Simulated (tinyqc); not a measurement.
Franz-Keldysh effect at a direct gap: one step. Absorption with and without the field. Three cases, with inputs chosen for the exercise.

Task: Put the factors in place of sqrt(E - Eg) in alpha_j and add the bands; a waveguide of length L changes its transmission by 4.343 (alpha(F) - alpha(0)) L dB.

Parabolic bands, vertical transitions, no excitons. For each hole band j: mr = me mj/(me + mj); joint density of states J_j(E) = (mr/c)^(3/2) sqrt(E - Eg)/(2 pi^2), both spins, c = hbar^2/2m0; averaged matrix element |e.p|^2 = m0 Ep/6; alpha_j(E) = 4 pi^2 alpha_f c Ep J_j/(3 nr E) in 1/angstrom (alpha_f the fine-structure constant, listed as alpha among the constants), times 1e8 for 1/cm.

Constants: hbar^2/2m0 = 3.80998211 eV angstrom^2; fine-structure constant alpha = 0.007297352564.

Case 1.

Values chosen (near those of GaAs; not measured data): Eg = 1.441 eV (direct gap); me = 0.0692 m0 (electron mass); mhh = 0.494 m0 (heavy-hole mass); mlh = 0.0779 m0 (light-hole mass); Ep = 25.4 eV (Kane energy); nr = 3.57 (refractive index); E = 1.4 eV (photon energy); L = 310 micrometre (length of a waveguide).

Scales:
```
hole,mr (m0),th (meV),length (angstrom)
heavy,0.0606974,60.96584,32.087
light,0.0366464,72.13285,37.965
```

Factors:
```
hole,b,Ai(b),Ai'(b),factor (eV^(1/2)),without field
heavy,0.672508,0.194707,-0.203472,0.0123379,0.000000
light,0.568396,0.216588,-0.216729,0.0171348,0.000000
```

Case 2.

Values chosen (near those of InGaAs; not measured data): Eg = 0.738 eV (direct gap); me = 0.0404 m0 (electron mass); mhh = 0.44 m0 (heavy-hole mass); mlh = 0.0519 m0 (light-hole mass); Ep = 22.3 eV (Kane energy); nr = 3.49 (refractive index); E = 0.825 eV (photon energy); L = 310 micrometre (length of a waveguide).

Scales:
```
hole,mr (m0),th (meV),length (angstrom)
heavy,0.0370025,61.41741,40.945
light,0.0227168,72.26358,48.176
```

Factors:
```
hole,b,Ai(b),Ai'(b),factor (eV^(1/2)),without field
heavy,-1.416537,0.487640,0.251223,0.311392,0.294958
light,-1.203926,0.525769,0.109514,0.291189,0.294958
```

Case 3.

Values chosen (near those of GaAs; not measured data): Eg = 1.395 eV (direct gap); me = 0.0652 m0 (electron mass); mhh = 0.5 m0 (heavy-hole mass); mlh = 0.0823 m0 (light-hole mass); Ep = 26.5 eV (Kane energy); nr = 3.63 (refractive index); E = 1.319 eV (photon energy); L = 150 micrometre (length of a waveguide).

Scales:
```
hole,mr (m0),th (meV),length (angstrom)
heavy,0.0576787,50.58882,36.135
light,0.0363794,58.98948,42.135
```

Factors:
```
hole,b,Ai(b),Ai'(b),factor (eV^(1/2)),without field
heavy,1.502308,0.0715250,-0.0971338,0.00123615,0.000000
light,1.288365,0.0948829,-0.121752,0.00246049,0.000000
```

Give: alpha_j in the field; alpha(F); alpha(0); change of loss.

Result:

Case 1.

alpha_j in the field (1/cm): heavy 234, light 152

alpha(F) = 386 1/cm
alpha(0) = 0 1/cm
change of loss = 52.0 dB

Below the gap the field opens a tail where this model has no absorption; excitons and band tails absorb within some 10 to 20 meV of a real edge. Excitons, which add a sharp peak at low field, are left out.

Case 2.

alpha_j in the field (1/cm): heavy 4.28e+03, light 1.92e+03

alpha(F) = 6.20e+03 1/cm
alpha(0) = 6002 1/cm
change of loss = 27.0 dB

Without the field the loss over L is 808 dB, so this energy is of no use for a modulator. Above the gap the field raises the absorption at this energy; the sign alternates with energy (Franz-Keldysh oscillations). Excitons, which add a sharp peak at low field, are left out.

Case 3.

alpha_j in the field (1/cm): heavy 23.6, light 23.6

alpha(F) = 47.2 1/cm
alpha(0) = 0 1/cm
change of loss = 3.07 dB

Below the gap the field opens a tail where this model has no absorption; excitons and band tails absorb within some 10 to 20 meV of a real edge. Excitons, which add a sharp peak at low field, are left out.

Computed by tinyqc, one run a case: `OMP_NUM_THREADS=1 python tinyqc.py N N+1 out.jsonl` with N = 1681393, 1681404, 1681763; one thread of a shared Intel(R) Xeon(R) Processor @ 2.30GHz, about 0.01 s a run at most.
